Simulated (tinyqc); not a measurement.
## FinFET, parasitic resistance, capacitance and delay: effect of the fin height

Nf fins under one contact; each has gated perimeter p = 2 Hf + Wf and cross-section A = Hf Wf; contact width Wc = Nf pf, stack height Hs = Hf. Contact length Lc = CPP - Lg - 2 Lsp, shared by two neighbouring gates. Source and drain sides are equal. The formulas are first-order estimates, not field solutions.

Epitaxy sheet resistance Rsh = re/te, transfer length LT = sqrt(rc/Rsh), contact Rc = [sqrt(rc Rsh)/Wc] coth(Lc/(2 LT)); extension of one fin Rx = rx Lsp/A. With N fins: gate Cg = Cinv p N Lg; per side, plate Cp = ks eps0 [Wc (Hs + Hc) - N A]/Lsp, top fringe Cf = (2/pi) ks eps0 Wc ln(1 + Lg/(2 Lsp)), overlap Co = Cinv p N Lov. One fin: I = p Q vx u/(1 + |u|^1.8)^(1/1.8), Q = Cinv n Vt ln(1 + exp((Vg' - VT + dl Vd')/(n Vt))), u = Vd' mu/(vx Lg), Vg' = Vgs - v, Vd' = Vds - 2 v, with the drop on each side v = Rc (sum of I) + Rx I. Ieff = [I(Vgs = Vdd, Vds = Vdd/2) + I(Vdd/2, Vdd)]/2, total currents. With Cs = Cp + Cf + Co, the load of an inverter of two such devices driving an equal one is CL = 2 (Cg + 2 Cs) + 4 Cs + Cw (own drains counted twice for the Miller effect); delay CL Vdd/(2 Ieff).

Values chosen for this exercise; values close to those of silicon logic devices:
- T = 300 K (temperature)
- Nf = 3 (number of fins)
- Wf = 5 nm (fin width)
- pf = 42 nm (fin pitch)
- CPP = 70 nm (contacted gate pitch)
- Lg = 14 nm (gate length)
- Lsp = 7 nm (spacer length)
- ks = 7 (relative permittivity of the spacer)
- Hc = 15 nm (gate height above the channel stack)
- rc = 2.6e-9 ohm cm^2 (contact resistivity)
- re = 0.00039 ohm cm (resistivity of the source-drain epitaxy)
- te = 15 nm (current-carrying depth of the epitaxy)
- rx = 0.00095 ohm cm (resistivity of the extension)
- Lov = 1.5 nm (gate overlap)
- Cinv = 2.6 uF/cm^2 (inversion capacitance)
- vx = 8.9e6 cm/s (injection velocity)
- mu = 200 cm^2/(V s) (apparent mobility)
- VT = 0.3 V (threshold at zero drain voltage)
- dl = 0.042 V/V (barrier lowering)
- n = 1.15 (subthreshold factor)
- Cw = 0.23 fF (wire load)
- Vdd = 0.7 V (supply voltage)

Constants: q = 1.602176634e-19 C, kB = 1.380649e-23 J/K, eps0 = 8.8541878128e-12 F/m, Vt = kB T/q. Results are converted to the units shown.

The same in every row: Rc (ohm) = 112.3.

Effect of the fin height:

| Hf (nm) | Rx/N (ohm) | Ieff (uA) | CL (aF) | delay (ps) |
|---|---|---|---|---|
| 20 | 221.7 | 67.71 | 689.1 | 3.562 |
| 30 | 147.8 | 96.48 | 830.1 | 3.011 |
| 40 | 110.8 | 124.3 | 971.1 | 2.734 |
| 50 | 88.67 | 151.3 | 1112 | 2.574 |
| 60 | 73.89 | 177.3 | 1253 | 2.474 |
| 70 | 63.33 | 202.6 | 1394 | 2.409 |
| 80 | 55.42 | 227.0 | 1535 | 2.367 |
| 90 | 49.26 | 250.6 | 1676 | 2.341 |

Read the table: what changes, and by how much?

As Hf goes from 20 to 90 nm, Ieff rises from 67.7 to 251 uA, CL rises from 689 to 1680 aF and the delay falls from 3.56 to 2.34 ps. From the first row to the last Ieff grows by a factor of 3.70 and CL by 2.43; the first step changes the delay by -15 %, the last by -1.1 %.

Computed by the program tinyqc: `OMP_NUM_THREADS=1 python tinyqc.py 2170017 2170018 out.jsonl`, one thread of a shared Intel Xeon 2.30GHz, about 0.03 s for the whole run.
